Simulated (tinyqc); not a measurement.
# Worked calculation: a chain with uneven site energies and dephasing by Buettiker voltage probes

Numbers from tinyqc (`OMP_NUM_THREADS=1 python tinyqc.py 2700010 2700011 out.jsonl`; about 0.01 s on one thread of a shared Intel Xeon 2.30GHz). Printed values are rounded.

Sites 1 to 3 form a chain with hopping -t. Lead L joins site 1 and lead R site 3, both semi-infinite chains with hopping -t and site energy 0. Every site carries a probe with self-energy -i Gamma_p/2 that draws no net current. Linear response at zero temperature: mu_L = 1, mu_R = 0 in units of the bias.

Values chosen for this exercise: hopping (matrix element -t) t = 1 eV; site energies 1 to N U = [0.37, -1.04, -0.88] eV; Fermi energy E = -1.26 eV; probe broadening Gamma_p gp = 0.92 eV.

Constants: q = 1.602176634e-19 C, h = 6.62607015e-34 J s. Results are converted to the units shown.

## Green function

Sigma = t^2 g(E), g(x) = (x - i sqrt(4 t^2 - x^2))/(2 t^2) for |x| < 2 t and (x - sign(x) sqrt(x^2 - 4 t^2))/(2 t^2) otherwise; Gamma = -2 Im Sigma; G = (E - H - Sigma_L - Sigma_R + i Gamma_p/2)^(-1).

Sigma = -0.6300000-0.7765951i eV
Gamma = 1.553190 eV

G (1/eV):
```
,1,2,3
1,-0.1718947-0.4386284i,0.2856995-0.2260642i,0.1307591+0.2574725i
2,0.2856995-0.2260642i,0.0061496-0.5793588i,0.4491484+0.0957765i
3,0.1307591+0.2574725i,0.4491484+0.0957765i,0.0121107-0.4430100i
```

## Transmissions between terminals

With Gamma the broadening by one lead, T_RL = Gamma^2 |G_(3,1)|^2, T_pL = Gamma Gamma_p |G_(p,1)|^2, T_pR = Gamma Gamma_p |G_(p,3)|^2, T_pq = Gamma_p^2 |G_(p,q)|^2 for p != q.

T_RL = 0.2011701

```
probe,T_pL,T_pR
1,0.3171417,0.1191590
2,0.1896614,0.3013730
3,0.1191590,0.2806493
```

T_pq:
```
,1,2,3
1,0.0000000,0.1123420,0.0705813
2,0.1123420,0.0000000,0.1785120
3,0.0705813,0.1785120,0.0000000
```

## Probe potentials and effective transmission

No current into probe p: W mu = T_pL with W_pp = T_pL + T_pR + sum_q T_pq and W_pq = -T_pq. Then T_eff = T_RL + sum_p T_pR mu_p, and the resistance is (h/2q^2)/T_eff.

W:
```
,1,2,3
1,0.6192240,-0.1123420,-0.0705813
2,-0.1123420,0.7818884,-0.1785120
3,-0.0705813,-0.1785120,0.6489016
```

mu_p, probe 1 to 3: [0.6295750, 0.4167608, 0.3667614]
T_eff = 0.5047214
resistance = 25.57134 kohm

Without probes the transmission is 0.8290. With them, 39.9 % of the current crosses without entering a probe.

## Current at both leads

In units of (2 q^2/h) times the bias, T_RL + sum_p T_pL (1 - mu_p) leaves L and T_RL + sum_p T_pR mu_p enters R.

current leaving L = 0.5047214
current entering R = 0.5047214

The two are equal: the probes conserve the current.
